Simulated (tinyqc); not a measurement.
# Changing the Grueneisen parameter gamma_TA

Model: quasi-harmonic thermal expansion with mode Grueneisen parameters. Computed by tinyqc, a small Python program. Command: `OMP_NUM_THREADS=1 python tinyqc.py 3000069 3000070 out.jsonl qha sweep`. One thread of a shared host (Intel(R) Xeon(R) Processor @ 2.30GHz), about 0.06 s of CPU time with the checks.

A crystal with two atoms a cell; per atom there are 1 transverse acoustic (TA), 1/2 longitudinal acoustic (LA) and 3/2 optical (O) modes. Every frequency of group i scales as nu_i (V/V0)^(-gamma_i). Each group has one frequency. Static energy: E = (9 V0 B0/16) [y^3 B' + y^2 (2 - 4 y)], y = (V0/V)^(2/3) - 1, with pressure P_s = (3 B0/2) (z^7 - z^5) [1 + (3/4)(B' - 4)(z^2 - 1)], z = (V0/V)^(1/3).

Inputs (values chosen for the exercise, for a model crystal):

| quantity | value | unit |
|---|---|---|
| static volume V0 | 10.3 | angstrom^3/atom |
| static bulk modulus B0 | 133 | GPa |
| static B' | 5.28 | - |
| frequency nu_TA | 3.23 | THz |
| frequency nu_LA | 8.02 | THz |
| frequency nu_O | 12 | THz |
| Grueneisen parameter gamma_LA | 1.4 | - |
| Grueneisen parameter gamma_O | 1.5 | - |
| temperature T | 50 | K |
| step factor f | 1.2 | - |

Acoustic groups: Einstein.

Constants: h x 1 THz = 4.135667696 meV; k_B = 8.617333262e-05 eV/K; 1 eV/angstrom^3 = 160.2176634 GPa.

Method:
- For a mode with x = h nu/(k_B T), n = 1/(exp(x) - 1): U = h nu (n + 1/2), C/k_B = x^2 n (n + 1); U_i and C_i sum these over group i with its weight per atom.
- Phonon pressure P_ph = sum_i gamma_i U_i/V.
- gamma_th = sum gamma_i C_i / sum C_i; volume expansion coefficient alpha_V = gamma_th C k_B/(B0 V0); linear coefficient alpha_V/3; first-order volume change P_ph/B0.
- Start at V0 and step V(new) = V [1 + f (P_s + P_ph)/B0]; stop when |P_s + P_ph| < 1e-8 GPa, after 60 steps, or when V leaves 0.7 to 1.3 V0.
- B_T = -V d(P_s + P_ph)/dV at fixed T (central difference, step 1e-4 V); alpha_V = sum gamma_i C_i k_B/(B_T V), all at V(T); the linear coefficient is alpha_L = alpha_V/3.
- C_P - C_V = alpha_V^2 B_T V T; the optical frequency is nu_O (V/V0)^(-gamma_O).
- At T = 0, U_i is the zero-point energy (h nu/2 a mode); solve P_s + P_ph = 0.

One run for each value:

| Grueneisen parameter gamma_TA | linear expansion coefficient (ppm/K) | gamma_th at V0 | volume change from V0 (%) | zero-point volume change (%) |
|---|---|---|---|---|
| -2.2 | -3.3829 | -2.0862 | 0.59970 | 0.61545 |
| -1.7 | -2.6117 | -1.6020 | 0.64374 | 0.65598 |
| -1.2 | -1.8318 | -1.1177 | 0.68775 | 0.69642 |
| -0.7 | -1.0425 | -0.6335 | 0.73169 | 0.73674 |
| -0.2 | -0.2431 | -0.1492 | 0.77552 | 0.77687 |
| 0.3 | 0.5672 | 0.3350 | 0.81920 | 0.81677 |
| 0.8 | 1.3891 | 0.8193 | 0.86268 | 0.85640 |
| 1.3 | 2.2232 | 1.3036 | 0.90594 | 0.89570 |
| 1.8 | 3.0704 | 1.7878 | 0.94893 | 0.93465 |

Over the rows, linear expansion coefficient (ppm/K) rises from -3.38 to 3.07; gamma_th at V0 rises from -2.09 to 1.79; volume change from V0 (%) rises from 0.600 to 0.949. The expansion changes sign between gamma_TA = -0.20 and 0.30, where gamma_TA C_TA cancels the other groups.
